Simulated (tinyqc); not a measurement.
Worked calculation: spherical quantum dot. Values are carried at full precision from step to step, so a last printed digit may differ when a step is redone from the rounded ones.

With hard walls E = c (x/R)^2/mw, x a zero of j_l: 1s 3.141593; 2s 6.283185; 1p 4.493409; 2p 7.725252; 1d 5.763459; 2d 9.095011; 1f 6.987932; 2f 10.417119.

Constants: hbar^2/2m0 = 3.80998211 eV angstrom^2; e^2/(4 pi eps0) = 14.39964547 eV angstrom; Ry = 13.60569312 eV; a0 (Bohr radius) = 0.5291772105 angstrom; hc = 1239.841984 eV nm.

Values chosen for the exercise (near those of a non-polar GaN dot in AlN; the results hold for these values, not for the real material):
```
symbol  value   unit      meaning
R       19      angstrom  radius
mw      0.198   m0        mass inside
V0      1.897   eV        barrier height
mb      0.327   m0        mass outside
E       0.3385  eV        trial energy
Eg      3.529   eV        bulk gap
mh      0.6     m0        hole mass
eps     9.8               dielectric constant inside
eps_o   3.2               dielectric constant beyond a thin barrier shell (oxide or ligands)
```

## Hard-wall levels

The six lowest of these, with their orbital degeneracy; c = hbar^2/2m0.

Hard walls:
```
state  degeneracy       x  E (eV)
1s              1  3.1416  0.5261
1p              3  4.4934  1.0762
1d              5  5.7635  1.7706
2s              1  6.2832  2.1043
1f              7  6.9879  2.6028
2p              3  7.7253  3.1811
```

Shells close, with spin and per valley, at 2, 8, 18, 20 electrons; levels above about 0.3 eV are beyond a parabolic mass, and anisotropic valleys split the shells. The real barrier, V0 = 1.897 eV, lies below 3 values at the end of the list.

## The matching condition at a trial energy

A sphere of radius R, isotropic masses, c = hbar^2/2m0, k = sqrt(mw E/c), kappa = sqrt(mb (V0 - E)/c). State n l is the spherical Bessel function j_l(k r) inside and k_l(kappa r) outside; psi and psi'/m are continuous: (k/mw) j_l'(kR)/j_l(kR) = (kappa/mb) k_l'(kappa R)/k_l(kappa R). For l = 0 this reads kR cot(kR) = 1 - (mw/mb)(1 + kappa R).

Both sides for the lowest state, in the form for l = 0.

k R = 2.5200
kappa R = 6.9490
left side = -3.5182
right side = -3.8131

The left side falls with E and the right side rises; here the left is the larger, so the level lies above the trial energy.

## Bound levels

All roots below V0 for angular numbers 0 to 3, two each at most; the last column is the ratio to the hard-wall level.

Finite barrier:
```
state  degeneracy  E (eV)     k R  E/E(hard)
1s              1  0.3468  2.5507      0.659
1p              3  0.7082  3.6452      0.658
1d              5  1.1550  4.6549      0.652
2s              1  1.3815  5.0910      0.657
1f              7  1.6645  5.5882      0.640
```

5 levels of these are bound; the lowest reaches 66 % of its hard-wall value.

## Lowest optical transition

Brus estimate with the correlation term of Kayanuma, both carriers between hard walls: E = Eg + c (pi/R)^2 (1/mw + 1/mh) - 1.786 q/(eps R) - 0.248 Ry*, with q = e^2/(4 pi eps0), Ry* = Ry mu/eps^2, 1/mu = 1/mw + 1/mh, a* = a0 eps/mu, c = hbar^2/2m0. It assumes R below about a*.

Give the terms and the wavelength hc/E.

mu = 0.1489 m0
a* = 34.8 angstrom

confinement, Coulomb and correlation terms (eV): [0.6997, -0.1381, -0.0052]

E = 4.0853 eV
wavelength = 303.5 nm

R/a* = 0.55: strong confinement, as the formula assumes. For the electron, hard walls give 179 meV more than the finite barrier.

## Charging energy

Two electrons in the hard-wall 1s state repel by U = 1.786 q/(eps R) + q (1/eps_o - 1/eps)/R, the second term from the polarisation of the surface; q = e^2/(4 pi eps0). The addition energies are U for the second electron and U + E(1p) - E(1s) for the third, with U taken as constant and hard-wall levels.

direct term = 138.1 meV
polarisation term = 159.5 meV

addition energies (meV): [297.6, 847.8]

## Checks

- Lowest level by radial finite differences against the matching condition, eV: both 0.3468.

Computed by tinyqc, a small Python program: `OMP_NUM_THREADS=1 python tinyqc.py 1280954 1280955 out.jsonl` (the numbers bound the seed that draws the inputs); one thread of a shared host (Intel(R) Xeon(R) Processor @ 2.30GHz), about 0.03 s for the whole set of steps.
